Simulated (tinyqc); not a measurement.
Complex band structure along [001] in sp3s* tight binding: one step. Complex wave vectors at one energy in the gap. Three cases, with inputs chosen for the exercise.

Task: Solve det(H0 - E + z T + T^T/z) = 0 with E = Ev + dE, as the linear problem [[0, 1], [-T^T, E - H0]] x = z [[1, 0], [0, T]] x. Roots come as z, -z, 1/z and conjugates; list those with 0 < |z| < 1 and Re z, Im z >= 0, by falling |z|. Re kz = arg(z)/(pi/2) in units of 2 pi/a, kappa = -(4/a) ln|z|.

For k = (0, 0, kz) the phase sums are g0 = cos(phi) and g3 = i sin(phi), phi = kz a/4, and the s, pz, s* orbitals of anion (a) and cation (c) decouple from px, py. With z = exp(i phi), H(z) = H0 + z T + T^T/z for any complex z. H0 is diagonal (Esa, Epa, Exa, Esc, Epc, Exc). The anion-cation block is B(z) = z U + W/z and the cation-anion block z W^T + U^T/z, where U has Vss/2 (s,s), Vsapc/2 (s,z), -Vscpa/2 (z,s), Vxx/2 (z,z), Vxapc/2 (s*,z), -Vpaxc/2 (z,s*), and W has the same values with the s-z and s*-z signs reversed. |z| = 1 is a band state, |z| < 1 decays along [001] as exp(-kappa d) over a distance d, kappa = -(4/a) ln|z|. No spin-orbit coupling.

Case 1.

Values chosen (out of a larger set: near a published set for GaSb, fitted to gaps, whose masses and valley positions are rough (light masses up to twice too heavy); not measured data): dE = 0.18 eV (E - Ev); a = 6.101 angstrom (lattice constant).

diagonal of H0 (eV): sa -7.312000, za 0.853000, s*a 6.674000, sc -3.924000, zc 2.899000, s*c 6.033000

T (eV):
```
            sa        za        s*a         sc        zc        s*c
sa    0.000000  0.000000   0.000000  -3.111500  2.478000   0.000000
za    0.000000  0.000000   0.000000  -2.307500  0.793000  -2.114000
s*a   0.000000  0.000000   0.000000   0.000000  2.517500   0.000000
sc   -3.111500  2.307500   0.000000   0.000000  0.000000   0.000000
zc   -2.478000  0.793000  -2.517500   0.000000  0.000000   0.000000
s*c   0.000000  2.114000   0.000000   0.000000  0.000000   0.000000
```

Ev = -0.011306 eV

Case 2.

Values chosen (out of a larger set: near a published set for InAs, fitted to gaps, whose masses and valley positions are rough (light masses up to twice too heavy); not measured data): dE = 0.18 eV (E - Ev); a = 6.061 angstrom (lattice constant).

diagonal of H0 (eV): sa -9.573000, za 0.908000, s*a 7.451000, sc -2.703000, zc 3.711000, s*c 6.785000

T (eV):
```
            sa        za        s*a         sc        zc        s*c
sa    0.000000  0.000000   0.000000  -2.821500  1.525000   0.000000
za    0.000000  0.000000   0.000000  -2.735500  0.916500  -1.948000
s*a   0.000000  0.000000   0.000000   0.000000  1.682000   0.000000
sc   -2.821500  2.735500   0.000000   0.000000  0.000000   0.000000
zc   -1.525000  0.916500  -1.682000   0.000000  0.000000   0.000000
s*c   0.000000  1.948000   0.000000   0.000000  0.000000   0.000000
```

Ev = 0.002101 eV

Case 3.

Values chosen (out of a larger set: near a published set for InAs, fitted to gaps, whose masses and valley positions are rough (light masses up to twice too heavy); not measured data): dE = 0.07 eV (E - Ev); a = 6.061 angstrom (lattice constant).

diagonal of H0 (eV): sa -9.526000, za 0.913000, s*a 7.334000, sc -2.749000, zc 3.731000, s*c 6.701000

T (eV):
```
            sa        za        s*a         sc        zc        s*c
sa    0.000000  0.000000   0.000000  -2.826500  1.515500   0.000000
za    0.000000  0.000000   0.000000  -2.690500  0.929000  -1.955000
s*a   0.000000  0.000000   0.000000   0.000000  1.679500   0.000000
sc   -2.826500  2.690500   0.000000   0.000000  0.000000   0.000000
zc   -1.515500  0.929000  -1.679500   0.000000  0.000000   0.000000
s*c   0.000000  1.955000   0.000000   0.000000  0.000000   0.000000
```

Ev = -0.009833 eV

Give: Decaying roots.

Result:

Case 1.

Decaying roots:
```
Re z      Im z     |z|  Re kz (2 pi/a)  kappa (1/angstrom)
0.9304  0.0000  0.9304          0.0000              0.0473
0.1386  0.4826  0.5021          0.8220              0.4517
```

The slowest root has kappa = 0.0473 1/angstrom at Re kz = 0.000: a purely imaginary k at Gamma. The probability falls by exp(-2 kappa d), a factor 2.58 over 1 nm.

Case 2.

Decaying roots:
```
Re z      Im z     |z|  Re kz (2 pi/a)  kappa (1/angstrom)
0.9550  0.0000  0.9550          0.0000              0.0304
0.0309  0.2877  0.2893          0.9318              0.8185
```

The slowest root has kappa = 0.0304 1/angstrom at Re kz = 0.000: a purely imaginary k at Gamma. The probability falls by exp(-2 kappa d), a factor 1.84 over 1 nm.

Case 3.

Decaying roots:
```
Re z      Im z     |z|  Re kz (2 pi/a)  kappa (1/angstrom)
0.9667  0.0000  0.9667          0.0000              0.0224
0.0323  0.2868  0.2886          0.9286              0.8202
```

The slowest root has kappa = 0.0224 1/angstrom at Re kz = 0.000: a purely imaginary k at Gamma. The probability falls by exp(-2 kappa d), a factor 1.56 over 1 nm.

Computed by tinyqc, one run a case: `OMP_NUM_THREADS=1 python tinyqc.py N N+1 out.jsonl` with N = 1451693, 1451831, 1451849; one thread of a shared Intel(R) Xeon(R) Processor @ 2.30GHz, about 0.02 s a run at most.
